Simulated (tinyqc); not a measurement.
Growth of a silicide layer between metal and silicon: linear-parabolic kinetics, ramp anneals and Kissinger analysis: one step, computed by the program tinyqc.

One compound layer of thickness x grows by diffusion through itself and reaction at an interface, dx/dt = 1/(2x/K + 1/v), until the metal is used up at x = a h.

Question. Geometry at full reaction. Silicon consumed b h, sheet resistance rho/(final thickness) with 1 micro-ohm cm/nm = 10 ohm; margin to the junction x_j - b h.

Inputs (values chosen for the exercise, modelled on Ni2Si): metal thickness h = 18 nm; silicon consumed per metal thickness b = 0.91; silicide resistivity = 24 micro-ohm cm; junction depth x_j = 90 nm.

final thickness = 26.46 nm

Give: silicon consumed; sheet resistance; margin to the junction.

Answer.

silicon consumed = 16.38 nm

sheet resistance = 9.070 ohm/square

margin to the junction = 73.62 nm

The layer takes 18 % of the junction depth; its surface lies 10.08 nm above the original silicon surface.
